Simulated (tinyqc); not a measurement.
Anisotropic elasticity and sound waves of a cubic crystal. From E along y' back to C11. Computed by tinyqc, a small Python program. Command: `OMP_NUM_THREADS=1 python tinyqc.py 3000311 3000312 out.jsonl cubicelastic inv`. One thread of a shared host (Intel(R) Xeon(R) Processor @ 2.30GHz), about 0.01 s of CPU time with the checks.

Voigt order 1..6 = xx, yy, zz, yz, xz, xy, with engineering shear strains. The rotated frame has x' as named, z' along the wafer normal and y' = z' x x'.

Inputs (values chosen for the exercise, modelled on titanium nitride): C12 = 164.7 GPa; C44 = 165.7 GPa.

Frame: (110) wafer, x' along [001].

direction cosines a (rows x', y', z' in the cube axes):
```
           x          y         z
x'  0.000000   0.000000  1.000000
y'  0.707107  -0.707107  0.000000
z'  0.707107   0.707107  0.000000
```

Method:
- S11 = (C11 + C12)/D, S12 = -C12/D, D = (C11 - C12)(C11 + 2 C12), S44 = 1/C44. Zener ratio A = 2 C44/(C11 - C12); S0 = S11 - S12 - S44/2; H = 2 C44 + C12 - C11.
- C'_ijkl = C12 delta_ij delta_kl + C44 (delta_ik delta_jl + delta_il delta_jk) - H sum_m a_im a_jm a_km a_lm.
- Invert C' to S'. E along x' = 1/S'11, along y' = 1/S'22; Poisson ratios nu(x'y') = -S'12/S'11 and nu(x'z') = -S'13/S'11; in-plane shear modulus 1/S'66.

Problem. A run gave the result below. Find the C11, known to lie between 590 and 1200 GPa.

E along y' = 459.9813 GPa

Solution.

Each step takes the trial c = (a f_b - b f_a)/(f_b - f_a), f being the result less the target and a, b, c the logarithms of the listed values; c replaces end b, the old b replaces a if the sign of f changed, and otherwise f_a is halved.

Scan of the range:
```
C11 (GPa)  E along y' (GPa)
590                 441.855
664                 459.116
748                 475.315
841                 490.198
947                 504.299
1070                517.853
1200                529.749
```

False position (Illinois rule, in the logarithm of the input) inside the bracket:
```
step    end a    end b    trial  E along y' (GPa)
1     664.000  748.000  668.239           460.011
2     664.000  668.239  667.970           459.954
3     668.239  667.970  668.100           459.981
4     667.970  668.100  668.100           459.981
```

E along y' rises at every point of a 13-point scan of the range (every second point is shown), so one value fits; it is bracketed by 664 and 748. Answer: C11 = 668.1 GPa.
